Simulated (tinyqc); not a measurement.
CCSD on RHF in the sto-6g basis, for H3-, spin multiplicity 1, step by step. The basis has no diffuse functions, so it cannot describe the extra electron: this is an exercise in the method, not the real anion. One step of it, computed by the program tinyqc.

Problem. Orthogonalisation. S = U s U^T; symmetric (Loewdin) form X = U s^(-1/2) U^T, so that X^T S X = 1.

overlap S, lower triangle:
```
,1H 1s,2H 1s,3H 1s
1H 1s,1.000000
2H 1s,0.382918,1.000000
3H 1s,0.382934,0.103366,1.000000
```

Give: eigenvalues of S; X.

Solution.

eigenvalues of S: 0.5077  0.8966  1.5957

X, lower triangle:
```
,1H 1s,2H 1s,3H 1s
1H 1s,1.1266
2H 1s,-0.2153,1.0623
3H 1s,-0.2153,0.0062,1.0623
```
